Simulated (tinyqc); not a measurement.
# Floating body of a partially depleted SOI transistor: body voltage and kink, step by step

Program tinyqc, `OMP_NUM_THREADS=1 python tinyqc.py 2182038 2182039 out.jsonl`; Intel Xeon 2.30GHz, shared host, one thread, about 0.2 s. Printed values are rounded.

Source at 0 V. Channel current Ic = 2 nf K Vt^2 [F(0) - F(Vd)](1 + la Vd), F(V) = ln^2(1 + exp((Vg - VT - nf V)/(2 nf Vt))), VT = VT0 - gb Vb. Saturation voltage Vs = 2 Vt sqrt(F(0)) + 3 Vt, excess Ve = (Vd - Vs + sqrt((Vd - Vs)^2 + 0.0004 V^2))/2, multiplication M1 = Ai Ve exp(-Bl/Ve). Each junction passes D(v) = J1 (exp(v/Vt) - 1) + J2 (exp(v/(2 Vt)) - 1). Bipolar current Ib = bb J1 (exp(Vb/Vt) - 1). The body settles where M1 (Ic + Ib) = D(Vb) + D(Vb - Vd) + Vb/Rb; drain current Id = (1 + M1)(Ic + Ib) - D(Vb - Vd).

Inputs (values chosen for the exercise); values of the order met in partially depleted silicon-on-insulator transistors: temperature T = 398 K; threshold at zero body voltage VT0 = 0.43 V; fall of the threshold per volt of body voltage gb = 0.31; slope factor nf = 1.49; gain factor per width K = 440 uA/(V^2 um); channel-length modulation factor la = 0.07 1/V; impact-ionisation prefactor Ai = 1.36 1/V; impact-ionisation voltage Bl = 4.2 V; diffusion saturation current of each junction J1 = 2.6e-9 uA/um; recombination saturation current of each junction J2 = 3.3e-7 uA/um; gain of the lateral bipolar transistor on the diffusion current bb = 0.5; resistance of a weak body tie to the source (1e9 stands for no tie, and the term is then dropped) Rb = 5000 kohm um; gate voltage Vg = 0.7 V; drain voltage Vd = 1.8 V.

Constants: q = 1.602176634e-19 C, kB = 1.380649e-23 J/K, Vt = kB T/q. Results are converted to the units shown.

Range of the model: The multiplication law is an empirical form chosen for the exercise; self-heating and capacitive coupling to the body are left out, and the linear laws are rough once Vb passes about 0.7 V or M1 about 0.1.

## Starting value

Vb = 0.78 V.

Vb at the start = 0.78 V

## Iteration 1: new Vb

Current into the body I_in = M1 (Ic + Ib) - D(Vb - Vd), current out I_out = D(Vb) + Vb/Rb; f = ln(I_in/I_out), s = df/dVb by central differences over 1e-5 V, Vb(new) = Vb - f/s.

Ic = 43.6647 uA/um
Ve = 1.35324 V
M1 = 0.0826047
I_in = 4.41582 uA/um
I_out = 19.7697 uA/um
f = -1.49896
s = -23.2200 1/V
Vb after iteration 1 = 0.715445 V

## Iteration 2: new Vb

As before.

Ic = 40.3452 uA/um
Ve = 1.36657 V
M1 = 0.0859829
I_in = 3.59719 uA/um
I_out = 3.13610 uA/um
f = 0.137171
s = -26.2107 1/V
Vb after iteration 2 = 0.720679 V

## Course of the iteration

Stop when the step is below 1e-10 V, or after 40 iterations.

Course of the iteration:
```
iteration	Vb before the step (V)	step (V)
1	0.78	-0.0646
2	0.715445	5.23e-3
3	0.720679	-2.89e-6
4	0.720676	-2.56e-14
```

Converged in 4 iterations.

## Drain current with floating and with grounded body

converged Vb = 0.720676 V

Id and VT at the converged Vb, Id at Vb = 0, their ratio, and the bipolar share Ib/(Ic + Ib).

VT = 0.206591 V
Id, floating = 45.9749 uA/um
Id, grounded = 14.3879 uA/um
ratio = 3.19538
bipolar share = 4.10089 %

The body rises to 0.721 V and lowers the threshold by 223 mV.
